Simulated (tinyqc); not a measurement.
Where the wafer is too thin: surface photovoltage measurement of the minority-carrier diffusion length in a wafer. Computed by tinyqc, a small Python program. Command: `OMP_NUM_THREADS=1 python tinyqc.py 3130454 3130455 out.jsonl spv walk`. One thread of a shared host (Intel(R) Xeon(R) Processor @ 2.30GHz), about 0.01 s of CPU time with the checks.

Low injection, steady light, a depletion layer much thinner than 1/alpha and L. The excess density dn is taken at the front edge of the neutral region; light that reaches the back is lost.

Inputs (values chosen for the exercise, modelled on p-type silicon at room temperature):
```
quantity                            value        unit
wafer thickness W                     625  micrometre
diffusivity D                        26.5      cm^2/s
front recombination velocity S_f      130        cm/s
back recombination velocity S_b     44000        cm/s
photon flux entering              4.5e+13  1/(cm^2 s)
```

Method:
- alpha = (84.732/lambda - 76.417)^2 per cm with lambda in micrometre (an empirical fit for silicon between 0.7 and 1.05 micrometre).
- Thick wafer: dn = Phi L/((S_f + D/L)(L + 1/alpha)). Finite wafer, with s = S_b L/D, w = W/L, a = alpha L: dn = [Phi a/(a^2 - 1)] [a - B - exp(-alpha W)(a - s)/(cosh w + s sinh w)]/(S_f + B D/L), B = (sinh w + s cosh w)/(cosh w + s sinh w).
- Readings y = (Phi/dn) (1 + noise x g) at 780, 830, 880, 920, 950, 975 and 995 nm; a least-squares line y = c (1/alpha + L_app) gives L_app = intercept/slope.
- No noise; L is varied at fixed W, and the last two columns set S_b to 0 and to 1e7 cm/s.

Apparent length (micrometre):
```
L          W/L  given S_b  S_b = 0  S_b = 1e7
31.2    20.032      31.20     31.2      31.20
62.5    10.000      62.50     62.5      62.50
125.0    5.000     124.87    125.1     124.85
188.0    3.324     185.84    190.0     185.71
312.0    2.003     286.45    338.1     285.54
500.0    1.250     378.62    647.2     376.13
812.0    0.770     442.34   1396.4     438.23
1310.0   0.477     474.01   3034.8     468.94
2500.0   0.250     490.27   7352.9     484.66
```

What follows from these numbers?

With a fast back surface L_app levels off, at 485 micrometre in the last row; with a passive one it reaches up to 2.94 times L among these rows and is 7350 in the last. All three columns are within 5 % of L down to W/L = 3.3.

Extremes, crossings and ranges named in words are read from the listed rows.
